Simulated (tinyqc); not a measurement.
# Threshold spread from leakage statistics

Problem. VT is Gaussian with standard deviation s and Ioff goes as exp(-VT/(n Vt)), so Ioff is log-normal: mean/median = exp(w^2/2) with w = s/(n Vt). Find w, s, the relative standard deviation sqrt(exp(w^2) - 1) and the share of devices that leak more than the mean, erfc(w/(2 sqrt(2)))/2.

Parameters, values chosen for the exercise:
- T = 250 K (temperature)
- n = 1.14 (subthreshold factor)

Constants: q = 1.602176634e-19 C, kB = 1.380649e-23 J/K, Vt = kB T/q. Results are converted to the units shown.

mean/median of the off current = 1.2816314

Answer. w = sqrt(2 ln(mean/median)); the mean lies w/2 standard deviations out in ln Ioff.

w = 0.704
s = 17.3 mV
relative standard deviation = 0.802
share above the mean = 36.2 %

Computed by the program tinyqc: `OMP_NUM_THREADS=1 python tinyqc.py 2090012 2090013 out.jsonl`, one thread of a shared Intel Xeon 2.30GHz, about 0.01 s for the whole run.
